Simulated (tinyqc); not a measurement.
Trap density from two Hall measurements.

Question. p-type body, charge-sheet picture, full ionisation (an idealisation for deep acceptors), Boltzmann statistics for free electrons. e = Ec - EF at the surface. psi = Eg - Vt ln(Nv/Na) - e; N_dep = sqrt(2 eps0 eps_r Na (psi - Vt)/q); n_f = sqrt(N_dep^2 + 2 eps0 eps_r Vt Nc exp(-e/Vt)/q) - N_dep; Vg = Vfb + psi + q (N_dep + n_t + n_f)/Cox, Cox = eps0 eox/tox. Find e and n_t at both points and the mean trap density between them.

Parameters, values chosen for the exercise; band and dielectric values close to those of 4H silicon carbide:

| symbol | value | unit | meaning |
|---|---|---|---|
| T | 300 | K | temperature |
| Eg | 3.27 | eV | band gap |
| eps_r | 9.81 |  | relative permittivity |
| Nc | 1.71e19 | cm^-3 | conduction-band density of states at T |
| Nv | 2.51e19 | cm^-3 | valence-band density of states at T |
| eox | 3.9 |  | relative permittivity of the insulator |
| tox | 38 | nm | insulator thickness |
| Na | 1.9e17 | cm^-3 | acceptor density |
| Vfb | -2.09 | V | flat-band voltage without trapped charge |

Constants: q = 1.602176634e-19 C, kB = 1.380649e-23 J/K, Vt = kB T/q, eps0 = 8.8541878128e-14 F/cm where lengths are in cm. Results are converted to the units shown.

Vg (V): [6.2101630, 7.2677587]
free sheet density from the Hall effect (cm^-2): [8.5926766e9, 1.8789503e11]

Answer. Each n_f fixes e; what the gate voltage holds beyond psi, N_dep and n_f is trapped; the difference quotient is the density, smeared over a few Vt.

e (eV): [0.1220, 0.04100]
n_t (cm^-2): [5.009e11, 8.421e11]
mean trap density = 4.213e12 cm^-2 eV^-1

Program tinyqc, `OMP_NUM_THREADS=1 python tinyqc.py 2222067 2222068 out.jsonl`; Intel Xeon 2.30GHz, shared host, one thread, about 0.03 s.
